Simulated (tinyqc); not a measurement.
# Electron density from the centroid

Problem. In the Fang-Howard model the centroid is 3/b with b^3 = 6 (mz1/C) q (Nd + 11 Ns/32)/(eps0 eps_r), C = hbar^2/(2 m0), the field in eV/nm. Find b and Ns.

Values chosen for this exercise; masses and permittivity close to those of gallium nitride:
```
symbol   value   unit                                     meaning
eps_r     9.42                              relative permittivity
mz1      0.204     m0  mass along z of valley set A (1 valley(s))
Nd      2.7e12  cm^-2           sheet density of depletion charge
```

Constants: q = 1.602176634e-19 C, hbar = 1.054571817e-34 J s, m0 = 9.1093837015e-31 kg, eps0 = 8.8541878128e-14 F/cm where lengths are in cm, hbar^2/(2 m0) = 0.0380998212 eV nm^2. Results are converted to the units shown.

centroid = 2.3542266 nm

Solution. b = 3/centroid gives Nd + 11 Ns/32, from which the depletion charge is taken off.

b = 1.27 1/nm
Ns = 1.90e12 cm^-2

tinyqc, about 0.5 s, one thread, Intel Xeon 2.30GHz (shared host): `OMP_NUM_THREADS=1 python tinyqc.py 2160155 2160156 out.jsonl`
